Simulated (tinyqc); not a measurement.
Donor or exciton in a quantum well (variational effective-mass method): one step, computed by the program tinyqc.

H = -nabla^2 - 2/|r - r_i| + V(z) in effective units; trial function psi = f(z) exp(-|r - r_i|/lambda), f the ground state of the well. Mass and screening are the same in well and barrier; l = L/a* is the width in effective units. Bands are flat: no polarisation or applied field.

Task: The subband. k = pi/l; f = cos(k z) inside and zero outside; subband energy k^2 Ry*.

Centre: donor. Barriers: infinite.

l = 1.357560

Ry* = 16.90452 meV

Give: k; subband energy.

Result:

k = 2.3141 1/a*

subband energy = 90.528 meV
